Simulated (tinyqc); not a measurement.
Wafer bonding and layer transfer: bond energy, gap closing, particles, bonding of dissimilar wafers and hydrogen blisters: one step, computed by the program tinyqc. Command: `OMP_NUM_THREADS=1 python tinyqc.py 3028993 3028994 out.jsonl bond walk`. One thread of a shared host (Intel(R) Xeon(R) Processor @ 2.30GHz), about 0.01 s of CPU time with the checks.

gamma is the energy per area of each of the two surfaces; plates are isotropic.

Problem. Bond energy from the blade test. Two cantilevers opened by t_b: gamma = 3 t_b^2 E1 t1^3 E2 t2^3/(16 L^4 (E1 t1^3 + E2 t2^3)).

Inputs (values chosen for the exercise, for model wafers):
```
quantity             value        unit
Young's modulus E1     132         GPa
Young's modulus E2     106         GPa
thickness t1           775  micrometre
thickness t2          1000  micrometre
blade thickness t_b     50  micrometre
crack length L          14          mm
```

Pair: two different wafers.

Give: bond energy gamma.

Solution.

bond energy gamma = 0.4746 J/m^2

An error of 5 % in L changes gamma by about 20 %. This is the level of partly covalent bonding. Caution: the crack is short against the thickness, so root rotation and shear add to the beam formula.
